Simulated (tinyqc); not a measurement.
MOSFET in the linear regime without short-channel effects, parameter extraction from computed curves: extraction methods against the temperature.

Inversion charge Q = Cox n Vt W0(exp((Vg - VT)/(n Vt))), W0 the Lambert function and n = nf; u = Q/Cox; mobility mu = mu0/(1 + th1 u + th2 u^2); channel resistance Rch = (L - dL)/(W mu Q); Id = Vd/(Rch + Rsd/W). Cox = eps0 eox/tox. Small Vd, no channel-length or drain effects.

From the continuous curve Id(Vg): tangent at peak gm (V_ext = Vg - Id/gm); constant current Id = 0.1 uA W/L; peak of d2Id/dVg2; Y = Id/sqrt(gm) drawn through Vg = VT + 0.6 and VT + 0.8 V, with intercept VT_Y and slope s. Mobilities gm,max L/(W Cox Vd) and s^2 L/(W Cox Vd) with the drawn L. Last column: share of Rsd/W in the total resistance at VT + 0.8 V.

Values chosen for this exercise; channel values of the order met in silicon transistors:
- eox = 24.5 (relative permittivity of the gate insulator (close to zirconium oxide))
- tox = 18 nm (insulator thickness)
- mu0 = 140 cm^2/(V s) (low-field mobility)
- th1 = 0.07 1/V (first mobility attenuation factor)
- th2 = 0 1/V^2 (second mobility attenuation factor)
- VT = 0.56 V (threshold voltage)
- nf = 1.34 (body factor)
- W = 1 um (gate width)
- L = 1.2 um (drawn gate length)
- dL = 0.009 um (drawn less effective length)
- Rsd = 550 ohm um (source plus drain resistance)
- Vd = 0.01 V (drain voltage)

Constants: q = 1.602176634e-19 C, kB = 1.380649e-23 J/K, Vt = kB T/q, eps0 = 8.8541878128e-14 F/cm where lengths are in cm. Results are converted to the units shown.

Result of one run:
columns A: V_ext (V); B: constant current (V); C: second derivative (V); D: VT_Y (V); E: mobility from gm (cm^2/(V s)); F: mobility from Y (cm^2/(V s)); G: series share (%)
```
A          B      C      D    E    F     G
0.576  0.639  0.557  0.591  125  136  5.25
```

Which temperature T gave this result: 77, 110, 150 or 370 K?

T = 110 K.

The whole series:
columns A: T (K); B: V_ext (V); C: constant current (V); D: second derivative (V); E: VT_Y (V); F: mobility from gm (cm^2/(V s)); G: mobility from Y (cm^2/(V s)); H: series share (%)
```
A        B      C      D      E    F    G     H
77   0.573  0.636  0.558  0.585  128  137  5.33
110  0.576  0.639  0.557  0.591  125  136  5.25
150  0.579  0.641  0.556  0.596  123  134  5.17
220  0.583  0.641  0.554  0.602  119  130  5.04
300  0.586  0.638  0.552  0.606  116  126  4.92
370  0.587  0.633  0.550  0.606  114  123  4.82
450  0.587  0.626  0.547  0.605  111  119  4.73
```

The model has VT = 0.56 V and mu0 = 140 cm^2/(V s). Over the table the extracted thresholds move by 15 mV (tangent), 15 mV (constant current), 10 mV (second derivative), 22 mV (Y function). The mobility from gm falls from 128 to 111 and that from Y falls from 137 to 119 cm^2/(V s).

Computed by the program tinyqc: `OMP_NUM_THREADS=1 python tinyqc.py 2210173 2210174 out.jsonl`, one thread of a shared Intel Xeon 2.30GHz, about 0.02 s for the whole run.
